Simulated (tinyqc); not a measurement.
CIS on RHF in the sto-3g basis, for H6, spin multiplicity 1, step by step. Computed by tinyqc, a small Python program that keeps every step (integrals from PySCF). Settings: charge = 0, multiplicity = 1, basis = sto-3g, method = RHF, energy threshold = 1e-10, iteration cap = 61, orthogonalisation = symmetric, start = atomic densities, DIIS depth = 6. Command: `OMP_NUM_THREADS=1 python tinyqc.py 31403 31404 out.jsonl` (the two numbers bound the seeds that draw the settings). One thread of a shared host (Intel(R) Xeon(R) Processor @ 2.60GHz), about 0.06 s of CPU time with the checks. The early iterations of the SCF are left out here.

## One-electron integrals

Geometry (angstrom):
```
atom        x        y        z
H     0.00000  0.00000  0.00000
H     0.00000  0.00000  0.93200
H     0.00000  0.00000  2.23800
H     0.00000  0.00000  3.17000
H     0.00000  0.00000  4.47600
H     0.00000  0.00000  5.40800
```

Basis sto-3g: exponents (1/bohr^2) and contraction coefficients of normalised primitives:
```
element  l (shell)  exponent  coefficient
H            s (1)   3.42525      0.15433
H            s (1)   0.62391      0.53533
H            s (1)   0.16886      0.44463
```

Overlap, kinetic and nuclear-attraction integrals over the contracted functions; the nuclear repulsion is the sum of Za Zb / Rab.

nuclear repulsion = 4.2770263 hartree

overlap S:
```
         1H 1s    2H 1s    3H 1s    4H 1s    5H 1s    6H 1s
1H 1s  1.00000  0.53740  0.07963  0.01267  0.00050  0.00003
2H 1s  0.53740  1.00000  0.33633  0.07963  0.00542  0.00050
3H 1s  0.07963  0.33633  1.00000  0.53740  0.07963  0.01267
4H 1s  0.01267  0.07963  0.53740  1.00000  0.33633  0.07963
5H 1s  0.00050  0.00542  0.07963  0.33633  1.00000  0.53740
6H 1s  0.00003  0.00050  0.01267  0.07963  0.53740  1.00000
```

kinetic energy T (hartree):
```
          1H 1s     2H 1s     3H 1s     4H 1s     5H 1s     6H 1s
1H 1s   0.76003   0.13851  -0.01147  -0.00526  -0.00042  -0.00004
2H 1s   0.13851   0.76003   0.03278  -0.01147  -0.00286  -0.00042
3H 1s  -0.01147   0.03278   0.76003   0.13851  -0.01147  -0.00526
4H 1s  -0.00526  -0.01147   0.13851   0.76003   0.03278  -0.01147
5H 1s  -0.00042  -0.00286  -0.01147   0.03278   0.76003   0.13851
6H 1s  -0.00004  -0.00042  -0.00526  -0.01147   0.13851   0.76003
```

nuclear attraction V (hartree):
```
          1H 1s     2H 1s     3H 1s     4H 1s     5H 1s     6H 1s
1H 1s  -2.39105  -1.28473  -0.17936  -0.02808  -0.00109  -0.00006
2H 1s  -1.28473  -2.67708  -0.81038  -0.18744  -0.01212  -0.00109
3H 1s  -0.17936  -0.81038  -2.81290  -1.42421  -0.18744  -0.02808
4H 1s  -0.02808  -0.18744  -1.42421  -2.81290  -0.81038  -0.17936
5H 1s  -0.00109  -0.01212  -0.18744  -0.81038  -2.67708  -1.28473
6H 1s  -0.00006  -0.00109  -0.02808  -0.17936  -1.28473  -2.39105
```

core Hamiltonian H = T + V (hartree):
```
          1H 1s     2H 1s     3H 1s     4H 1s     5H 1s     6H 1s
1H 1s  -1.63102  -1.14623  -0.19083  -0.03333  -0.00150  -0.00010
2H 1s  -1.14623  -1.91705  -0.77760  -0.19891  -0.01498  -0.00150
3H 1s  -0.19083  -0.77760  -2.05287  -1.28571  -0.19891  -0.03333
4H 1s  -0.03333  -0.19891  -1.28571  -2.05287  -0.77760  -0.19083
5H 1s  -0.00150  -0.01498  -0.19891  -0.77760  -1.91705  -1.14623
6H 1s  -0.00010  -0.00150  -0.03333  -0.19083  -1.14623  -1.63102
```

## Two-electron integrals

Functions are numbered as in S; the eight-fold symmetry (ij|kl) = (ji|kl) = (kl|ij) leaves the list below.

Two-electron integrals (ij|kl) in chemists' order, unique and non-zero (hartree):
```
(11|11) 0.77461    (21|11) 0.34185    (21|21) 0.18815    (22|11) 0.50074
(22|21) 0.34185    (22|22) 0.77461    (31|11) 0.03507    (31|21) 0.02166
(31|22) 0.04554    (31|31) 0.00316    (32|11) 0.11274    (32|21) 0.07886
(32|22) 0.19085    (32|31) 0.01375    (32|32) 0.06715    (33|11) 0.23613
(33|21) 0.16079    (33|22) 0.39003    (33|31) 0.03507    (33|32) 0.19085
(33|33) 0.77461    (41|11) 0.00433    (41|21) 0.00283    (41|22) 0.00632
(41|31) 0.00046    (41|32) 0.00217    (41|33) 0.00632    (41|41) 0.00007
(42|11) 0.02138    (42|21) 0.01466    (42|22) 0.03507    (42|31) 0.00273
(42|32) 0.01375    (42|33) 0.04554    (42|41) 0.00046    (42|42) 0.00316
(43|11) 0.10575    (43|21) 0.06927    (43|22) 0.16079    (43|31) 0.01466
(43|32) 0.07886    (43|33) 0.34185    (43|41) 0.00283    (43|42) 0.02166
(43|43) 0.18815    (44|11) 0.16693    (44|21) 0.10575    (44|22) 0.23613
(44|31) 0.02138    (44|32) 0.11274    (44|33) 0.50074    (44|41) 0.00433
(44|42) 0.03507    (44|43) 0.34185    (44|44) 0.77461    (51|11) 0.00012
(51|21) 0.00008    (51|22) 0.00019    (51|31) 1.53e-05   (51|32) 0.00008
(51|33) 0.00027    (51|41) 2.68e-06   (51|42) 1.86e-05   (51|43) 0.00013
(51|44) 0.00022    (51|51) 1.12e-07   (52|11) 0.00109    (52|21) 0.00072
(52|22) 0.00166    (52|31) 0.00014    (52|32) 0.00074    (52|33) 0.00279
(52|41) 2.61e-05   (52|42) 0.00019    (52|43) 0.00151    (52|44) 0.00279
(52|51) 1.18e-06   (52|52) 1.33e-05   (53|11) 0.01278    (53|21) 0.00807
(53|22) 0.01796    (53|31) 0.00161    (53|32) 0.00835    (53|33) 0.03507
(53|41) 0.00031    (53|42) 0.00241    (53|43) 0.02166    (53|44) 0.04554
(53|51) 1.53e-05   (53|52) 0.00019    (53|53) 0.00316    (54|11) 0.04682
(54|21) 0.02882    (54|22) 0.06217    (54|31) 0.00546    (54|32) 0.02754
(54|33) 0.11274    (54|41) 0.00106    (54|42) 0.00835    (54|43) 0.07886
(54|44) 0.19085    (54|51) 0.00005    (54|52) 0.00074    (54|53) 0.01375
(54|54) 0.06715    (55|11) 0.11823    (55|21) 0.07111    (55|22) 0.14932
(55|31) 0.01278    (55|32) 0.06217    (55|33) 0.23613    (55|41) 0.00238
(55|42) 0.01796    (55|43) 0.16079    (55|44) 0.39003    (55|51) 0.00012
(55|52) 0.00166    (55|53) 0.03507    (55|54) 0.19085    (55|55) 0.77461
(61|11) 5.82e-06   (61|21) 3.79e-06   (61|22) 8.69e-06   (61|31) 7.59e-07
(61|32) 3.94e-06   (61|33) 1.54e-05   (61|41) 1.41e-07   (61|42) 1.04e-06
(61|43) 8.41e-06   (61|44) 1.54e-05   (61|51) 6.47e-09   (61|52) 7.30e-08
(61|53) 1.04e-06   (61|54) 3.94e-06   (61|55) 8.69e-06   (62|11) 0.00008
(62|21) 0.00005    (62|22) 0.00012    (62|31) 1.05e-05   (62|32) 0.00005
(62|33) 0.00022    (62|41) 2.01e-06   (62|42) 1.53e-05   (62|43) 0.00013
(62|44) 0.00027    (62|51) 9.71e-08   (62|52) 1.18e-06   (62|53) 1.86e-05
(62|54) 0.00008    (62|55) 0.00019    (62|61) 6.47e-09   (62|62) 1.12e-07
(63|11) 0.00178    (63|21) 0.00110    (63|22) 0.00238    (63|31) 0.00021
(63|32) 0.00106    (63|33) 0.00433    (63|41) 4.04e-05   (63|42) 0.00031
(63|43) 0.00283    (63|44) 0.00632    (63|51) 2.01e-06   (63|52) 2.61e-05
(63|53) 0.00046    (63|54) 0.00217    (63|55) 0.00632    (63|61) 1.41e-07
(63|62) 2.68e-06   (63|63) 0.00007    (64|11) 0.00993    (64|21) 0.00603
(64|22) 0.01278    (64|31) 0.00110    (64|32) 0.00546    (64|33) 0.02138
(64|41) 0.00021    (64|42) 0.00161    (64|43) 0.01466    (64|44) 0.03507
(64|51) 1.05e-05   (64|52) 0.00014    (64|53) 0.00273    (64|54) 0.01375
(64|55) 0.04554    (64|61) 7.59e-07   (64|62) 1.53e-05   (64|63) 0.00046
(64|64) 0.00316    (65|11) 0.05764    (65|21) 0.03429    (65|22) 0.07111
(65|31) 0.00603    (65|32) 0.02882    (65|33) 0.10575    (65|41) 0.00110
(65|42) 0.00807    (65|43) 0.06927    (65|44) 0.16079    (65|51) 0.00005
(65|52) 0.00072    (65|53) 0.01466    (65|54) 0.07886    (65|55) 0.34185
(65|61) 3.79e-06   (65|62) 0.00008    (65|63) 0.00283    (65|64) 0.02166
(65|65) 0.18815    (66|11) 0.09785    (66|21) 0.05764    (66|22) 0.11823
(66|31) 0.00993    (66|32) 0.04682    (66|33) 0.16693    (66|41) 0.00178
(66|42) 0.01278    (66|43) 0.10575    (66|44) 0.23613    (66|51) 0.00008
(66|52) 0.00109    (66|53) 0.02138    (66|54) 0.11274    (66|55) 0.50074
(66|61) 5.82e-06   (66|62) 0.00012    (66|63) 0.00433    (66|64) 0.03507
(66|65) 0.34185    (66|66) 0.77461
```

## Orthogonalisation

S = U s U^T; symmetric (Loewdin) form X = U s^(-1/2) U^T, so that X^T S X = 1.

eigenvalues of S: 0.30403  0.41333  0.57159  1.21228  1.58154  1.91724

X:
```
          1H 1s     2H 1s     3H 1s     4H 1s     5H 1s     6H 1s
1H 1s   1.14343  -0.34891   0.04808  -0.01103   0.00133  -0.00031
2H 1s  -0.34891   1.20488  -0.23053   0.05016  -0.00564   0.00133
3H 1s   0.04808  -0.23053   1.21037  -0.36684   0.05016  -0.01103
4H 1s  -0.01103   0.05016  -0.36684   1.21037  -0.23053   0.04808
5H 1s   0.00133  -0.00564   0.05016  -0.23053   1.20488  -0.34891
6H 1s  -0.00031   0.00133  -0.01103   0.04808  -0.34891   1.14343
```

## Iteration 8 (converged): orbitals

converged F (hartree):
```
          1H 1s     2H 1s     3H 1s     4H 1s     5H 1s     6H 1s
1H 1s  -0.27476  -0.50832  -0.10460  -0.00626   0.00108  -0.00324
2H 1s  -0.50832  -0.31786  -0.26802  -0.10408  -0.00927   0.00108
3H 1s  -0.10460  -0.26802  -0.32117  -0.51180  -0.10408  -0.00626
4H 1s  -0.00626  -0.10408  -0.51180  -0.32117  -0.26802  -0.10460
5H 1s   0.00108  -0.00927  -0.10408  -0.26802  -0.31786  -0.50832
6H 1s  -0.00324   0.00108  -0.00626  -0.10460  -0.50832  -0.27476
```

Diagonalise F' = X^T F X, C = X C', fill 3 alpha and 3 beta electrons from the bottom; D = 2 C_occ C_occ^T. Each column has its largest component positive (the first on a tie).

F' = X^T F X (hartree):
```
          1         2         3         4         5         6
1   0.00430  -0.52271   0.05803  -0.00069   0.00287  -0.00494
2  -0.52271   0.04616  -0.26948   0.06093  -0.00738   0.00287
3   0.05803  -0.26948   0.05101  -0.54165   0.06093  -0.00069
4  -0.00069   0.06093  -0.54165   0.05101  -0.26948   0.05803
5   0.00287  -0.00738   0.06093  -0.26948   0.04616  -0.52271
6  -0.00494   0.00287  -0.00069   0.05803  -0.52271   0.00430
```

orbital energies (hartree): MO1 -0.61538, MO2 -0.52775, MO3 -0.41064, MO4 0.31463, MO5 0.57353, MO6 0.86856

coefficients C:
```
           MO1       MO2       MO3       MO4       MO5       MO6
1H 1s  0.20417   0.37973  -0.38641  -0.58540  -0.72350   0.47985
2H 1s  0.27451   0.40762  -0.28783   0.39825   0.79847  -0.71320
3H 1s  0.37941   0.08171   0.42713   0.61127  -0.21525   0.95110
4H 1s  0.37941  -0.08171   0.42713  -0.61127  -0.21525  -0.95110
5H 1s  0.27451  -0.40762  -0.28783  -0.39825   0.79847   0.71320
6H 1s  0.20417  -0.37973  -0.38641   0.58540  -0.72350  -0.47985
```

D after iteration 8:
```
          1H 1s     2H 1s     3H 1s     4H 1s     5H 1s     6H 1s
1H 1s   0.67040   0.64411  -0.11311  -0.23722   0.02497   0.09361
2H 1s   0.64411   0.64872   0.02903  -0.10419  -0.01590   0.02497
3H 1s  -0.11311   0.02903   0.66613   0.63942  -0.10419  -0.23722
4H 1s  -0.23722  -0.10419   0.63942   0.66613   0.02903  -0.11311
5H 1s   0.02497  -0.01590  -0.10419   0.02903   0.64872   0.64411
6H 1s   0.09361   0.02497  -0.23722  -0.11311   0.64411   0.67040
```

## Convergence

Stop when the energy changes by less than 1e-10 hartree and every element of the error matrix X^T (F D S - S D F) X is below 3e-06.

Course of the cycle:
```
iteration  E (hartree)     change  largest element of the error matrix
1           -2.3291475          -                             2.74e-02
2           -3.2193876  -8.90e-01                             4.10e-02
3           -3.2186696   7.18e-04                             4.37e-02
4           -3.2244155  -5.75e-03                             6.70e-03
5           -3.2245392  -1.24e-04                             1.25e-03
6           -3.2245438  -4.60e-06                             5.87e-05
7           -3.2245438  -9.88e-09                             1.76e-06
8           -3.2245438  -9.08e-12                             3.89e-09
```

PySCF RHF in the same basis = -3.2245438 hartree

Converged in 8 iterations.

## Integrals over molecular orbitals

(pq|rs) = sum C_ip C_jq C_kr C_ls (ij|kl), one index at a time.

one-electron integrals over orbitals h = C^T H C (hartree):
```
          1         2         3         4         5         6
1  -2.12193   0.00000  -0.13007   0.00000  -0.07156   0.00000
2   0.00000  -1.91806   0.00000  -0.15308   0.00000   0.05719
3  -0.13007   0.00000  -1.90781   0.00000   0.13434   0.00000
4   0.00000  -0.15308   0.00000  -1.56501   0.00000  -0.13947
5  -0.07156   0.00000   0.13434   0.00000  -1.29671   0.00000
6   0.00000   0.05719   0.00000  -0.13947   0.00000  -1.22432
```

Two-electron integrals over orbitals (pq|rs), unique and non-zero (hartree):
```
(11|11) 0.39663    (21|21) 0.12668    (22|11) 0.31272    (22|22) 0.37452
(31|11) 0.07903    (31|22) -0.05694   (31|31) 0.12789    (32|21) -0.12196
(32|32) 0.13939    (33|11) 0.36952    (33|22) 0.32821    (33|31) 0.04294
(33|33) 0.36898    (41|21) 0.03542    (41|32) 0.00492    (41|41) 0.08160
(42|11) 0.05393    (42|22) -0.00403   (42|31) 0.04856    (42|33) 0.01344
(42|42) 0.07034    (43|21) 0.05953    (43|32) -0.05777   (43|41) 0.01594
(43|43) 0.07681    (44|11) 0.36804    (44|22) 0.32726    (44|31) 0.03985
(44|33) 0.35889    (44|42) 0.02100    (44|44) 0.37185    (51|11) 0.00862
(51|22) 0.02616    (51|31) -0.02201   (51|33) -0.00989   (51|42) 0.03977
(51|44) -0.00199   (51|51) 0.04866    (52|21) 0.02173    (52|32) 0.00529
(52|41) 0.05581    (52|43) -0.04023   (52|52) 0.09055    (53|11) -0.06126
(53|22) -0.00140   (53|31) -0.05212   (53|33) -0.02574   (53|42) -0.06752
(53|44) -0.02159   (53|51) -0.03564   (53|53) 0.07188    (54|21) 0.12178
(54|32) -0.13360   (54|41) 0.00229    (54|43) 0.05918    (54|52) -0.00373
(54|54) 0.14263    (55|11) 0.32509    (55|22) 0.37764    (55|31) -0.04825
(55|33) 0.33793    (55|42) 2.78e-05   (55|44) 0.34560    (55|51) 0.02650
(55|53) -0.00342   (55|55) 0.39972    (61|21) 0.00177    (61|32) 0.01387
(61|41) 0.02935    (61|43) 0.05279    (61|52) -0.03313   (61|54) -0.01141
(61|61) 0.06797    (62|11) -0.01397   (62|22) -0.03068   (62|31) 0.01978
(62|33) 0.00024    (62|42) -0.03719   (62|44) 0.00227    (62|51) -0.04551
(62|53) 0.03905    (62|55) -0.02996   (62|62) 0.04745    (63|21) 0.03900
(63|32) -0.00271   (63|41) 0.07892    (63|43) 0.01810    (63|52) 0.05617
(63|54) 0.00179    (63|61) 0.02910    (63|63) 0.08391    (64|11) 0.08081
(64|22) -0.05015   (64|31) 0.12290    (64|33) 0.04421    (64|42) 0.05067
(64|44) 0.04437    (64|51) -0.01914   (64|53) -0.05308   (64|55) -0.05159
(64|62) 0.01884    (64|64) 0.13192    (65|21) -0.12949   (65|32) 0.12578
(65|41) -0.03705   (65|43) -0.06315   (65|52) -0.02277   (65|54) -0.13128
(65|61) -0.00295   (65|63) -0.04309   (65|65) 0.14438    (66|11) 0.42064
(66|22) 0.33175    (66|31) 0.08478    (66|33) 0.39371    (66|42) 0.05974
(66|44) 0.39961    (66|51) 0.01031    (66|53) -0.06839   (66|55) 0.35378
(66|62) -0.01622   (66|64) 0.09254    (66|66) 0.46849
```

## CIS matrix, singlets

A(ia,jb) = (e_a - e_i) d_ij d_ab + 2 (ia|jb) - (ij|ab).

CIS matrix A, singlet (hartree):
```
          1>4       1>5       1>6       2>4       2>5       2>6       3>4       3>5
1>4   0.72517   0.00000  -0.02210   0.00000  -0.01017   0.00000  -0.00796   0.00000
1>5   0.00000   0.96114   0.00000  -0.04224   0.00000   0.03847   0.00000  -0.02303
1>6  -0.02210   0.00000   1.19923   0.00000   0.06323   0.00000  -0.01732   0.00000
2>4   0.00000  -0.04224   0.00000   0.65580   0.00000  -0.02423   0.00000  -0.00145
2>5  -0.01017   0.00000   0.06323   0.00000   0.90474   0.00000   0.05314   0.00000
2>6   0.00000   0.03847   0.00000  -0.02423   0.00000   1.15947   0.00000  -0.04767
3>4  -0.00796   0.00000  -0.01732   0.00000   0.05314   0.00000   0.51999   0.00000
3>5   0.00000  -0.02303   0.00000  -0.00145   0.00000  -0.04767   0.00000   0.78999
3>6   0.03494   0.00000  -0.02658   0.00000  -0.01343   0.00000  -0.00802   0.00000

          3>6
1>4   0.03494
1>5   0.00000
1>6  -0.02658
2>4   0.00000
2>5  -0.01343
2>6   0.00000
3>4  -0.00802
3>5   0.00000
3>6   1.05331
```

## CIS singlet states

dipole integrals <i|r|a> (bohr):
```
           x        y         z
1>4  0.00000  0.00000   0.05661
1>5  0.00000  0.00000   0.00000
1>6  0.00000  0.00000  -0.32351
2>4  0.00000  0.00000   0.00000
2>5  0.00000  0.00000   0.75118
2>6  0.00000  0.00000   0.00000
3>4  0.00000  0.00000  -1.89762
3>5  0.00000  0.00000   0.00000
3>6  0.00000  0.00000   0.05575
```

Diagonalise A (1 hartree = 27.211386 eV); each vector has its largest component positive (the first on a tie). The transition dipole is mu = sqrt2 sum c_ia <i|r|a>.

singlet excitation energies (eV): 13.91872  17.66220  19.61002  21.29599  24.47531  26.10354  28.62007  31.98472  33.17255

lowest vectors:
```
      state 1  state 2   state 3   state 4   state 5   state 6
1>4   0.03250  0.00000   0.99305   0.00000  -0.02571   0.00000
1>5   0.00000  0.13219   0.00000   0.08859   0.00000   0.96676
1>6   0.03913  0.00000   0.03354   0.00000  -0.19212   0.00000
2>4   0.00000  0.98931   0.00000  -0.06214   0.00000  -0.11694
2>5  -0.13873  0.00000   0.04369   0.00000   0.96832   0.00000
2>6   0.00000  0.04126   0.00000   0.11192   0.00000  -0.21650
3>4   0.98896  0.00000  -0.02672   0.00000   0.14356   0.00000
3>5   0.00000  0.04571   0.00000   0.98781   0.00000  -0.06953
3>6   0.01102  0.00000  -0.10050   0.00000   0.06467   0.00000
```

oscillator strengths 2/3 w |mu|^2: 2.70376  0.00000  0.01461  0.00000  0.32336  0.00000

## CIS matrix, triplets

A(ia,jb) = (e_a - e_i) d_ij d_ab - (ij|ab).

CIS matrix A, triplet (hartree):
```
          1>4       1>5       1>6       2>4       2>5       2>6       3>4       3>5
1>4   0.56196   0.00000  -0.08081   0.00000  -0.12178   0.00000  -0.03985   0.00000
1>5   0.00000   0.86382   0.00000  -0.12178   0.00000   0.12949   0.00000   0.04825
1>6  -0.08081   0.00000   1.06330   0.00000   0.12949   0.00000  -0.12290   0.00000
2>4   0.00000  -0.12178   0.00000   0.51512   0.00000   0.05015   0.00000   0.13360
2>5  -0.12178   0.00000   0.12949   0.00000   0.72364   0.00000   0.13360   0.00000
2>6   0.00000   0.12949   0.00000   0.05015   0.00000   1.06456   0.00000  -0.12578
3>4  -0.03985   0.00000  -0.12290   0.00000   0.13360   0.00000   0.36638   0.00000
3>5   0.00000   0.04825   0.00000   0.13360   0.00000  -0.12578   0.00000   0.64624
3>6  -0.12290   0.00000  -0.08478   0.00000  -0.12578   0.00000  -0.04421   0.00000

          3>6
1>4  -0.12290
1>5   0.00000
1>6  -0.08478
2>4   0.00000
2>5  -0.12578
2>6   0.00000
3>4  -0.04421
3>5   0.00000
3>6   0.88549
```

## CIS triplet states

Diagonalise A (1 hartree = 27.211386 eV); each vector has its largest component positive (the first on a tie).

triplet excitation energies (eV): 7.82631  9.99833  11.75128  19.39862  21.27758  23.46413  25.25631  31.21495  31.87046

lowest vectors:
```
      state 1   state 2  state 3  state 4   state 5   state 6
1>4   0.08214   0.00000  0.81467  0.00000  -0.49232   0.00000
1>5   0.00000   0.29424  0.00000  0.03675   0.00000   0.86924
1>6   0.21165   0.00000  0.06922  0.00000  -0.26156   0.00000
2>4   0.00000   0.77838  0.00000  0.56673   0.00000  -0.26591
2>5  -0.30805   0.00000  0.44635  0.00000   0.72580   0.00000
2>6   0.00000  -0.20371  0.00000  0.19192   0.00000  -0.34660
3>4   0.92251   0.00000  0.04093  0.00000   0.33390   0.00000
3>5   0.00000  -0.51580  0.00000  0.80040   0.00000   0.23147
3>6   0.05030   0.00000  0.36140  0.00000   0.22566   0.00000
```
